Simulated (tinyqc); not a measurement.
Illuminated p-n diode, drift-diffusion by the Gummel loop with Scharfetter-Gummel fluxes: one step of the calculation.

Abrupt junction at x = 0, p side from -Lp, n side to Ln, ohmic contacts. psi is counted from the intrinsic level; n = ni exp((psi - phin)/Vt), p = ni exp((phip - psi)/Vt). Contacts: p side psi = V - Vt ln(Na/ni), p = Na, n = ni^2/Na; n side psi = Vt ln(Nd/ni), n = Nd, p = ni^2/Nd. Constant mobilities, D = mu Vt, Boltzmann statistics, SRH recombination through a mid-gap level, U = (n p - ni^2)/(tp (n + ni) + tn (p + ni)). Current is positive from the p contact to the n contact.

Question. Recombination and current. U_i as defined. J = Jn at the p contact + Jp at the n contact + q sum w_i U_i - q G sum w_i over the inner nodes, which avoids differences of large majority fluxes: Jn = (q mun Vt/h_0)[n_1 B(d_0) - n_0 B(-d_0)], Jp = (q mup Vt/h_last)[p_(N-1) B(d_last) - p_N B(-d_last)], d_i = (psi_(i+1) - psi_i)/Vt, B(d) = d/(exp(d) - 1), w_i = (h_(i-1) + h_i)/2.

Values chosen for this exercise; band and dielectric values close to those of silicon:
```
symbol,value,unit,meaning
T,300,K,temperature
mun,500,cm^2/(V s),electron mobility
mup,280,cm^2/(V s),hole mobility
tn,6e-10,s,SRH lifetime of electrons
tp,1e-7,s,SRH lifetime of holes
G,3e19,cm^-3 s^-1,uniform generation rate
```

Constants: q = 1.602176634e-19 C, kB = 1.380649e-23 J/K, Vt = kB T/q. Results are converted to the units shown.

| node | x (nm) | converged psi (V) | converged n (cm^-3) | converged p (cm^-3) |
|---|---|---|---|---|
| 0 | -1500 | 0.11613684 | 168.96517 | 6.5e17 |
| 1 | -639 | 0.11613590 | 3.9144737e11 | 6.5000039e17 |
| 2 | -267 | 0.11613549 | 6.7098807e11 | 6.5000066e17 |
| 3 | -106 | 0.11613585 | 8.2810482e11 | 6.4998759e17 |
| 4 | -36.6 | 0.11629697 | 9.0959065e11 | 6.4594723e17 |
| 5 | -6.5 | 0.12559733 | 1.3452021e12 | 4.5077239e17 |
| 6 | 6.5 | 0.21448479 | 4.2017970e13 | 1.4478074e16 |
| 7 | 26.4 | 0.31100965 | 1.7582377e15 | 3.4594175e14 |
| 8 | 56.8 | 0.38453833 | 3.0221061e16 | 1.9878952e13 |
| 9 | 103 | 0.40265152 | 6.0897402e16 | 9.0475636e12 |
| 10 | 175 | 0.40427566 | 6.4846127e16 | 6.7791971e12 |
| 11 | 283 | 0.40433739 | 6.5001356e16 | 4.1087693e12 |
| 12 | 450 | 0.40433673 | 6.5e16 | 1689.6517 |

ni = 1.0479855e10 cm^-3

Give: U; Jn at the p contact; Jp at the n contact; recombination; generation; J.

Answer.

| node | U (cm^-3 s^-1) |
|---|---|
| 0 | 0 |
| 1 | 6.5235e20 |
| 2 | 1.1181e21 |
| 3 | 1.3799e21 |
| 4 | 1.5156e21 |
| 5 | 2.2409e21 |
| 6 | 4.7196e22 |
| 7 | 3.4553e21 |
| 8 | 1.9879e20 |
| 9 | 9.0476e19 |
| 10 | 6.7792e19 |
| 11 | 4.1088e19 |
| 12 | 0 |

Jn at the p contact = 0.0094157 A/cm^2
Jp at the n contact = 0.28534 A/cm^2
recombination = 0.029973 A/cm^2
generation = 6.9022e-4 A/cm^2
J = 0.32404 A/cm^2

Program tinyqc, `OMP_NUM_THREADS=1 python tinyqc.py 2240088 2240089 out.jsonl`; Intel Xeon 2.30GHz, shared host, one thread, about 0.6 s.
